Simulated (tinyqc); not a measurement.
Solid solubility of a dopant against its melt (retrograde solidus), clustering and the electrically active fraction: one step, computed by the program tinyqc.

Problem. Liquidus and solidus at T. x_l and x_s are atom fractions of the dopant in melt and solid; the solid is dilute. Liquidus of the host: R T ln(1 - x_l) + L x_l^2 = -H_f (1 - T/T_m). Distribution: k = x_s/x_l = exp[L (1 - x_l)^2/(R T)] exp(S/k_B - H/(k_B T)), the first factor being the activity coefficient in the melt. Solubility = x_s N0; at T_m x_l = 0.

Inputs (values chosen for the exercise, of the order of those of gallium in silicon for the solubility):
```
quantity                                   value    unit
melting point of the host T_m               1687       K
heat of melting of the host H_f             50.2  kJ/mol
interaction L of the melt                    3.5  kJ/mol
enthalpy of transfer from melt to solid H  0.664      eV
entropy of transfer S                      -0.32     k_B
site density N0                            5e+22  1/cm^3
temperature T                               1580       K
```

Constants: R = 8.314462618 J/(mol K); k_B = 8.617333262e-05 eV/K.

Give: x_l; distribution coefficient k; x_s; solubility; k at the melting point.

Solution.

x_l = 0.2258

distribution coefficient k = 0.006492

x_s = 0.001466

solubility = 7.331e+19 1/cm^3

k at the melting point = 0.009677

k has changed by a factor 0.67 from its value at T_m, while x_l has grown from 0 to 0.226.
